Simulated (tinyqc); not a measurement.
Single-oscillator infrared dielectric function of a polar cubic crystal: one step, computed by the program tinyqc.

One ion pair, charges +Z* and -Z*, in a cell of volume Omega = a^3/4. Frequencies omega are given as wavenumbers (1/cm); eps_s is the static dielectric constant.

Task: Surface and particle modes. Without damping, eps(omega) = -x eps_m gives omega^2 = omega_TO^2 (eps_s + x eps_m)/(eps_inf + x eps_m): x = 1 for a flat surface at large wave vector, x = 2 for the dipole mode of a small sphere. The reflectivity R for light from vacuum (not from the medium eps_m) vanishes where eps = 1, omega^2 = omega_TO^2 (eps_s - 1)/(eps_inf - 1).

Inputs (values chosen for the exercise, modelled on aluminium arsenide): omega_TO = 358 1/cm; eps_inf = 8.06; eps_m of the surrounding medium = 2.1.

Structure: zinc blende. Free carriers: absent.

eps_s = 9.996110

Give: surface mode; sphere mode; zero of R.

Result:

surface mode = 390.62 1/cm

sphere mode = 385.23 1/cm

zero of R = 404.12 1/cm
